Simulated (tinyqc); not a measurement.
# Electron mobility of a polar semiconductor by Rode's iterative solution of the Boltzmann equation, step by step

A worked calculation. Computed by tinyqc, a small Python program that keeps every step. Command: `OMP_NUM_THREADS=1 python tinyqc.py 3029129 3029130 out.jsonl rode walk`. One thread of a shared host (Intel(R) Xeon(R) Processor @ 2.30GHz), about 0.01 s of CPU time with the checks. Intermediate numbers are printed to about 6 digits and carried at full precision; extremes and crossings named in words are read from the listed rows.

The distribution is f(E) + e F l(E) (-df/dE) cos(theta) for a weak field F, theta counted from the force; l(E) is a mean free path. Elastic processes enter by their momentum rate, polar optical phonons by out- and in-scattering terms. One valley only: where upper valleys lie close, measured mobilities are lower. The density n is prescribed, even where a narrow-gap material would have more intrinsic carriers.

Inputs (values chosen for the exercise, for a model polar semiconductor): effective mass m = 0.15 m_0; non-parabolicity alpha = 0.23 1/eV; static permittivity eps_s = 13.8; high-frequency permittivity eps_inf = 11.5; density rho = 6780 kg/m^3; sound velocity v_l = 6540 m/s; acoustic deformation potential D_A = 7.3 eV; optical phonon energy hbar w = 31.8 meV; piezoelectric coupling K = 0.095; electron density n = 4.9e+17 1/cm^3; compensation ratio C = 0.21; temperature T = 150 K; grid points per phonon energy s = 10; iteration cap = 200.

Band: Kane. Elastic processes: acoustic, piezoelectric, impurity.

Constants: k_B = 8.617333262e-05 eV/K; m_0 = 9.1093837015e-31 kg; e = 1.602176634e-19 C; hbar = 1.054571817e-34 J s; eps_0 = 8.8541878128e-12 F/m; k_B = 1.380649e-23 J/K; hbar = 6.582119569e-16 eV s.

## Fermi level and screening

Kane band: hbar^2 k^2/(2 m) = E (1 + alpha E), speed v = hbar k/(m (1 + 2 alpha E)), states per spin, volume and energy g(E) = m k (1 + 2 alpha E)/(2 pi^2 hbar^2); overlap factors are set to 1. Masses are multiplied by m_0 and all formulas are in SI units. The reduced Fermi level eta = E_F/(k_B T) solves n = 2 Z int g f dE with f = 1/(1 + exp(x - eta)) (Z = 1 unless valleys are given); screening length L_s = sqrt(eps_s eps_0 k_B T/(e^2 dn/deta)), dn/deta = 2 Z int g f (1 - f) dE. Integrals over x = E/(k_B T) use 160 Gauss-Legendre points in u = sqrt(x) from 0 to sqrt(max(eta, 0) + 32). N_I = n (1 + C)/(1 - C).

reduced Fermi level eta = 0.264057

screening length L_s = 5.15537 nm

ionised impurity density N_I = 7.50506e+17 1/cm^3

Caution: the gas is degenerate, and screening of the polar coupling, left out here, would raise the mobility.

## Rates on one ladder of the grid

Phonon occupation N_q = 1/(exp(hbar w/(k_B T)) - 1). Acoustic deformation potential (elastic, equipartition, absorption and emission together): 1/tau = 2 pi k_B T D_A^2 g(E)/(hbar rho v_l^2). Piezoelectric (elastic, unscreened, momentum relaxation): 1/tau = e^2 K^2 k_B T m (1 + 2 alpha E)/(2 pi eps_s eps_0 hbar^3 k), with alpha = 0 for a parabolic band. Singly charged impurities, momentum relaxation: 1/tau = N_I e^4 m (1 + 2 alpha E) Phi/(8 pi (eps_s eps_0)^2 hbar^3 k^3), with alpha = 0 for a parabolic band. Brooks-Herring: Phi = ln(1 + b) - b/(1 + b), b = 4 k^2 L_s^2. Polar optical, unscreened: W = e^2 w (1/eps_inf - 1/eps_s) m (1 + 2 alpha E') ln|(k + k')/(k - k')| / (4 pi eps_0 hbar^2 k), times N_q for absorption (E' = E + hbar w) and N_q + 1 for emission (E' = E - hbar w > 0), with alpha = 0 for a parabolic band; mean cosine of the angle <cos> = (k^2 + k'^2)/(2 k k') - 1/ln|(k + k')/(k - k')|. Energy grid E_j = (j + 1/2) hbar w/s, j = 0, 1, ..., up to (max(eta, 0) + 18) k_B T, so that E_j +/- hbar w are grid points; l = 0 beyond the grid; integrals are sums times the spacing. With f' = f(E'): out-scattering S_o = sum over absorption and emission of W (1 - f')/(1 - f); nu = sum of elastic rates; the in-scattering weights are c+ = W_abs <cos> (1 - f')/(1 - f) for E' = E + hbar w and c- likewise for emission.

Points j = s/2, s/2 + s, ... (the first seven rungs, or as many as the grid holds), rates in 1e12/s:
```
E (meV)  v (m/s)       nu      S_o        c+       c-
17.49     201311  10.9508  1.27973  0.521131  0.00000
49.29     334326   4.1804  6.11675  0.508332  2.11453
81.09     424298   2.5795  8.71537  0.517070  4.32768
112.89    495436   1.9034  9.03281  0.519943  5.01828
144.69    555167   1.5466  8.96547  0.518334  5.28191
176.49    606988   1.3350  8.83061  0.514812  5.40058
208.29    652888   1.2011  8.68645  0.510609  5.45443
```

Points one phonon energy apart are coupled only to each other, so the grid falls into s independent ladders.

## The first two iterations on one ladder of the grid

Iteration: l_new(E) = [v(E) + c+ l(E + hbar w) + c- l(E - hbar w)]/(nu + S_o), from l = 0.

l after iteration 1 (nm): [16.4597, 32.4679, 37.5656, 45.3022, 52.8126, 59.7097, 66.0314]

l after iteration 2 (all rungs but the last shown) (nm): [17.8432, 37.7024, 52.0797, 65.0507, 78.5195, 91.1107]

In-scattering lengthens l on the lowest rung by 8.4 % and on the second by 16.1 % in this step.

## The whole iteration

mu = e sum g v l f (1 - f) / (3 k_B T sum g f) over the grid; stop when mu changes by less than 1e-8 of itself.

Course of the iteration:
```
iteration  mu (cm^2/(V s))  relative change
1                  1117.35      1.00000e+00
2                  1266.38      1.17678e-01
3                  1298.48      2.47217e-02
4                  1304.86      4.89342e-03
5                  1306.42      1.19075e-03
6                  1306.77      2.70119e-04
7                  1306.86      7.02612e-05
8                  1306.88      1.71880e-05
9                  1306.89      4.66954e-06
10                 1306.89      1.20081e-06
11                 1306.89      3.36164e-07
12                 1306.89      8.93962e-08
13                 1306.89      2.55263e-08
14                 1306.89      6.93496e-09
```

mobility mu = 1306.89 cm^2/(V s)

iterations = 14

Converged in 14 iterations; mu rises at every step, from 1117 to 1307, since each step returns more of the forward-scattered current.

## Approximations against the iterative solution

Self-energy RTA: l = v/(nu + S_o), the first iteration. Momentum RTA: l = v/(nu + S_o - c+ v(E + hbar w)/v - c- v(E - hbar w)/v), listed only where the denominator is positive on the whole grid. The polar-only value solves the same system with nu = 0; the elastic value takes l = v/nu.

Mobilities:
```
method                              mu (cm^2/(V s))  deviation (%)
iterative solution                          1306.89          0.000
self-energy RTA                             1117.35        -14.503
momentum RTA                                1313.55          0.509
polar phonons alone, exact                  8484.86        549.239
elastic processes alone                     2114.21         61.774
Matthiessen's rule on the last two          1692.49         29.505
```

self-energy RTA mobility = 1117.35 cm^2/(V s)

polar-phonon mobility = 8484.86 cm^2/(V s)

elastic mobility = 2114.21 cm^2/(V s)

error of the self-energy RTA = -14.5032 %

The self-energy RTA is 14.5 % low: it counts every polar event as a full loss of current. Here hbar w/k_B T = 2.46. Matthiessen's rule is 29.5 % high. The momentum RTA deviates by +0.5 %.

Checks made by the program: iterated mobility against a direct solution of the banded linear system (relative difference 3e-09).
